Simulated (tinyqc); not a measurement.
Thermodynamics of metal silicides: hull, first phase, silicon consumed, nucleation and stability against SiO2: one step, computed by the program tinyqc. Command: `OMP_NUM_THREADS=1 python tinyqc.py 3017735 3017736 out.jsonl silphase walk`. One thread of a shared host (Intel(R) Xeon(R) Processor @ 2.30GHz), about 0.01 s of CPU time with the checks.

Entropies of formation of the solids are neglected, so heats stand for free energies. Si fractions: M2Si 0.3333, MSi 0.5000, MSi2 0.6667.

Problem. Which phases are stable. A phase is stable if it lies below every straight line between a phase on its left and one on its right (M and Si at zero). Distance = its heat less the lowest such line, negative for a stable phase.

Inputs (values chosen for the exercise, of the order of those of cobalt silicides for heats and volumes only): heat of formation of M2Si = -36.6 kJ/mol atoms; heat of formation of MSi = -46.3 kJ/mol atoms; heat of formation of MSi2 = -33.7 kJ/mol atoms.

Phases: M2Si, MSi, MSi2.

Give: distance to the lowest tie line.

Solution.

distance to the lowest tie line (kJ/mol atoms): M2Si -5.73, MSi -11.15, MSi2 -2.83

All three are stable.
